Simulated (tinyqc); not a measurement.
Wavelength: periodic multilayer mirror for extreme ultraviolet light.

s polarisation, vacuum above. q_j = sqrt(N_j^2 - sin^2 theta); interface r_jk = (q_j - q_k)/(q_j + q_k) exp(-2 (2 pi/lam)^2 q_j q_k sg^2) (Nevot-Croce; sg = 0 if not given); phase factor of a layer x_j = exp(4 pi i q_j d_j/lam). Each period has the spacer (thickness (1 - Gm) L) on top of the absorber (Gm L). In this recursion R is the amplitude; R in tables and results is the reflectance, its squared modulus. The substrate is of the spacer material. Starting with R = 0 in it, each interface upward gives R -> (r + R x)/(1 + r R x), x that of the layer below the interface (1 for the substrate).

Inputs chosen for the exercise (optical constants near those of Mo and Si at 13.5 nm; not measured data):
- dA = (0.0765, 0.00648) (delta and beta of the absorber, N = 1 - delta + i beta)
- dS = (0.0012, 0.00175) (delta and beta of the spacer and the substrate)
- L = 6.97 nm (period)
- Gm = 0.42 (absorber share of the period)
- theta = 3 degrees (angle from the normal)
- sg = 0.2 nm (interface roughness)
- Np = 40 (periods)

The optical constants are held fixed.

Reflectance:
```
lam (nm)      R
12.9      0.126
13.0      0.105
13.1      0.275
13.2      0.511
13.3      0.630
13.4      0.690
13.5      0.720
13.6      0.728
13.7      0.698
13.8      0.556
13.9      0.150
14.0      0.113
14.1      0.142
14.2      0.038
14.3      0.028
```

What can be read from this table?

The largest value listed is 0.728 at 13.6 nm, against lam_B = 2 L Re(mean q) = 13.463 nm; the peak lies on the long side, where the nodes of the standing wave fall in the absorber. R exceeds half of that from 13.2 to 13.8 nm of the wavelengths listed, at least 4.4 % of the wavelength; a chain of ten mirrors narrows it, since R^10 falls to half where R has lost only 7 %.

Computed by tinyqc, a small Python program: `OMP_NUM_THREADS=1 python tinyqc.py 1682238 1682239 out.jsonl` (the numbers bound the seed that draws the inputs); one thread of a shared host (Intel(R) Xeon(R) Processor @ 2.30GHz), about 0.01 s for the whole set of steps.
